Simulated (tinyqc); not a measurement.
Tamm state at the end of a one-band chain: one step. Levels of the finite chain.

H (eV), lower triangle:
```
           1         2         3         4         5         6         7         8         9  10
1   -3.95000
2   -1.81000         0
3          0  -1.81000         0
4          0         0  -1.81000         0
5          0         0         0  -1.81000         0
6          0         0         0         0  -1.81000         0
7          0         0         0         0         0  -1.81000         0
8          0         0         0         0         0         0  -1.81000         0
9          0         0         0         0         0         0         0  -1.81000         0
10         0         0         0         0         0         0         0         0  -1.81000   0
```

Question. Diagonalise; give the weight of each level on site 1.

Give: levels; weights on site 1.

Answer.

levels (eV): -4.7794  -3.4122  -2.8372  -1.9869  -0.9571  0.1528  1.2405  2.2079  2.9682  3.4533

weights on site 1: 0.7900  0.0145  0.0340  0.0418  0.0400  0.0330  0.0237  0.0145  0.0068  0.0018

The split-off level differs from the half-infinite value by 0.000 meV, the pull of the far end.

(tinyqc, `OMP_NUM_THREADS=1 python tinyqc.py 1482099 1482100 out.jsonl`, Intel(R) Xeon(R) Processor @ 2.30GHz, 1 thread, shared host, about 0.01 s.)
